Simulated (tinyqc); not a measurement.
## Superjunction drift layer against a plain one, charge balance: effect of the lateral peak field as a share of Ef

Alternating n and p pillars of equal width wp, doping N and length Lp. When depleted, the lateral field peaks at Ex = q N wp/(2 eps0 eps_r) at the pillar junctions and a uniform vertical field Ey is added; breakdown is taken where Ex^2 + Ey^2 = Ef^2. Only the n pillars conduct, narrowed by the zero-bias depletion. A first-order model: the field peaks at the pillar ends are left out.

Ec(N) = E16 (N/1e16 cm^-3)^(1/8), mu(N) = mi + (mx - mi)/(1 + (N/Nr)^0.9). Plain drift layer for BV: N solves BV = eps0 eps_r Ec(N)^2/(2 q N), W = 2 BV/Ec, Rsp = W/(q mu N). Ex = a Ef gives N = 2 eps0 eps_r a Ef/(q wp); Ey = Ef sqrt(1 - a^2); Lp = BV/Ey; xd = sqrt(eps0 eps_r Vb/(q N)) on each side; Rsp = 2 Lp/(q mu(N) N (1 - 2 xd/wp)). An imbalance dl leaves the mean net doping |dl| N/2, which tilts the vertical field by s = q |dl| N/(2 eps0 eps_r): BV(dl) = Ey Lp - s Lp^2/2, or Ey^2/(2 s) if the field reaches zero inside the pillar.

Parameters, values chosen for the exercise; values close to those of gallium nitride:
```
symbol  value        unit                                     meaning
eps_r    9.34              relative permittivity of the semiconductor
E16         3       MV/cm    critical field at a doping of 1e16 cm^-3
mx       1060  cm^2/(V s)                      mobility at low doping
mi       60.8  cm^2/(V s)                     mobility at high doping
Nr       2e17       cm^-3            reference doping of the mobility
BV       1100           V                    wanted breakdown voltage
wp        0.5          um                        width of each pillar
Ef        2.7       MV/cm           critical field inside the pillars
Vb        2.8           V    built-in voltage of the pillar junctions
dl       -2.5           %                charge imbalance (Nn - Np)/N
```

Constants: q = 1.602176634e-19 C, eps0 = 8.8541878128e-14 F/cm where lengths are in cm. Results are converted to the units shown.

The same in every row: Rsp, plain (mohm cm^2) = 0.1625.

Results:
```
a,N (cm^-3),Lp (um),"Rsp, pillars (mohm cm^2)",BV(dl) (V)
0.3,1.672e17,4.271,0.08451,1063
0.39,2.174e17,4.424,0.06960,1048
0.48,2.676e17,4.644,0.06195,1030
0.57,3.177e17,4.958,0.05827,1005
0.66,3.679e17,5.423,0.05755,969.0
0.75,4.181e17,6.159,0.06005,907.9
0.93,5.184e17,11.08,0.09438,392.2
```

Estimate the missing row, a = 0.84.

Computed row:
```
a,N (cm^-3),Lp (um),"Rsp, pillars (mohm cm^2)",BV(dl) (V)
0.84,4.683e17,7.509,0.06809,780.3
```

With this row back in the table: As a goes from 0.3 to 0.93, Rsp of the pillars goes from 0.0845 through a minimum of 0.0575 (at a = 0.66 among the rows listed) to 0.0944 mohm cm^2 and BV with the imbalance falls from 1060 to 392 V. With constant mobility and no depleted edge the minimum of Rsp lies at a = 0.707; a smaller a gives up a little resistance for tolerance.

Program tinyqc, `OMP_NUM_THREADS=1 python tinyqc.py 2590016 2590017 out.jsonl`; Intel Xeon 2.30GHz, shared host, one thread, about 0.01 s.
